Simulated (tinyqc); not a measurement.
Inside a calculation. Method: tight binding, honeycomb lattice. Computed by tinyqc, a small Python program that keeps every step. Settings: t1 = 2.21, t2 = 0.03, phi = 1.57, delta = 0, points = 6. Command: `OMP_NUM_THREADS=1 python tinyqc.py 31822 31823 out.jsonl` (the two numbers bound the seeds that draw the settings). One thread of a shared host (Intel(R) Xeon(R) Processor @ 2.60GHz), about 0.01 s of CPU time with the checks.

## Bloch Hamiltonian at k

Parameters chosen for this model:
```
parameter     value                        unit
t1         2.210000                 eV, nearest
t2         0.030000       eV, second neighbours
phi        1.570000  rad, phase of t2 (Haldane)
delta             0          eV, +/- on A and B
```

k point k (fractions of the reciprocal vectors): 0.32000  -0.37000

H_AB = -t1 (1 + exp(-i k.a1) + exp(-i k.a2)); H_AA = delta - 2 t2 sum cos(k.b + phi), H_BB = -delta - 2 t2 sum cos(k.b - phi), b = a1, a2 - a1, -a2.

H(k) at k (eV):
```
                  A                 B
A           0.15388  0.24382+0.38865i
B  0.24382-0.38865i          -0.15374
```

## Levels at k

Diagonalise the Hermitian matrix.

eigenvalues (eV): -0.48382  0.48397

weights |c|^2 of the basis functions:
```
    band 1   band 2
A  0.34107  0.65893
B  0.65893  0.34107
```

## Bloch Hamiltonian at K

k point K (fractions of the reciprocal vectors): 0.33333  0.66667

As before.

H(k) at K (eV):
```
         A         B
A  0.15596   0.00000
B  0.00000  -0.15581
```

## Levels at K

As before.

eigenvalues (eV): -0.15581  0.15596

weights |c|^2 of the basis functions:
```
    band 1   band 2
A  0.00000  1.00000
B  1.00000  0.00000
```

## Bands along a path

The same steps at evenly spaced points between the labelled ones.

Bands along the path (eV):
```
k            band 1   band 2
G          -6.63014  6.62986
G-K 0.25   -6.03794  6.03773
G-K 0.50   -4.42033  4.42028
G-K 0.75   -2.21321  2.21330
K          -0.15581  0.15596
K-M 0.25   -0.92673  0.92687
K-M 0.50   -1.62164  1.62176
K-M 0.75   -2.06025  2.06035
M          -2.20995  2.21005
M-K' 0.25  -2.06025  2.06035
M-K' 0.50  -1.62164  1.62176
M-K' 0.75  -0.92673  0.92687
K'         -0.15581  0.15596
```

With 1 band(s) filled, the highest filled level on these points lies at K and the lowest empty one at K: a gap of 0.3118 eV, direct.

## Chern number of the lower band

On a 6 x 6 mesh, the phase of the product of overlaps around each plaquette (k1 then k2); the sum over 2 pi is an integer.

plaquette phases (rad):
```
          1         2         3         4         5         6
1   0.00000  -0.00059  -0.01199  -0.01984   0.00531   0.00198
2  -0.00059  -0.00513  -0.01924  -0.99297   0.00000   0.00531
3  -0.01199  -0.01924  -0.03973  -1.02006  -0.99297  -0.01984
4  -0.01984  -0.99297  -1.02006  -0.03973  -0.01924  -0.01199
5   0.00531   0.00000  -0.99297  -0.01924  -0.00513  -0.00059
6   0.00198   0.00531  -0.01984  -0.01199  -0.00059   0.00000
```

Chern number = -1.00000
